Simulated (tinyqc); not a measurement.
Band filling: full bands against the rectangular model: Slater-Koster d bands of a bcc metal.

Slater-Koster d bands. For a bond with direction cosines (l, m, n) the 5 x 5 block is dds Ps + ddp Pp + ddd (1 - Ps - Pp), the projectors on sigma, pi and delta states about the bond; for instance <xy|xy> = 3 l^2 m^2 dds + (l^2 + m^2 - 4 l^2 m^2) ddp + (n^2 + l^2 m^2) ddd, <xy|yz> = 3 l m^2 n dds + l n (1 - 4 m^2) ddp + l n (m^2 - 1) ddd and <3z2-r2|3z2-r2> = (n^2 - (l^2 + m^2)/2)^2 dds + 3 n^2 (l^2 + m^2) ddp + (3/4)(l^2 + m^2)^2 ddd. H(k) sums the blocks times cos(k.R) over the neighbours; the d level is the zero of energy; k in 2 pi/a.

Neighbours: eight at (a/2)(1,1,1) and equivalents, and six at a(1,0,0) and equivalents with the integrals times f2.

Mesh: k = f1 b1 + f2 b2 + f3 b3 with fractions (j + 1/2)/N, j = 0 to N - 1, and b = (-1,1,1), (1,-1,1), (1,1,-1) for fcc, (0,1,1), (1,0,1), (1,1,0) for bcc, unit vectors for simple cubic. The lowest Nd/10 of all levels are filled with two electrons each; the bond energy is their sum per atom.

Values chosen for the exercise (of the size met in Mo; not measured data): dds = -1.396 eV (dd sigma); ddp = 0.67 eV (dd pi); ddd = -0.14 eV (dd delta); f2 = 0.487 (factor on all three integrals for second neighbours); N = 10 (mesh).

W = sqrt(12 mu2) with mu2 the mean square level on the mesh; rectangular model: Fermi level W (Nd/10 - 1/2), bond energy -W Nd (10 - Nd)/20. The Fermi level of the mesh is the highest filled level.

Per atom (eV):
```
Nd  EF, bands  bond energy, bands  EF, rectangle  bond energy, rectangle
1      -3.162              -3.555         -3.231                  -3.635
2      -2.588              -6.389         -2.424                  -6.463
3      -2.020              -8.703         -1.616                  -8.483
4      -0.921             -10.290         -0.808                  -9.694
5       0.574             -10.182          0.000                 -10.098
6       1.162              -9.233          0.808                  -9.694
7       1.555              -7.842          1.616                  -8.483
8       2.054              -6.077          2.424                  -6.463
9       2.967              -3.603          3.231                  -3.635
```

W = 8.079 eV
full width on the mesh = 9.337 eV

How do the results move, and what explains it?

The bond energy is deepest at Nd = 4 (-10.290 eV); the rectangle has its minimum at 5. The two differ most at Nd = 7, by 0.640 eV or 6 % of the deepest value: the second moment fixes the parabola, and higher moments the rest. At Nd = 3 and 7 the bands give -8.703 and -7.842 eV, a skew towards less than half filling.

Computed by tinyqc, a small Python program: `OMP_NUM_THREADS=1 python tinyqc.py 1481968 1481969 out.jsonl` (the numbers bound the seed that draws the inputs); one thread of a shared host (Intel(R) Xeon(R) Processor @ 2.30GHz), about 0.03 s for the whole set of steps.
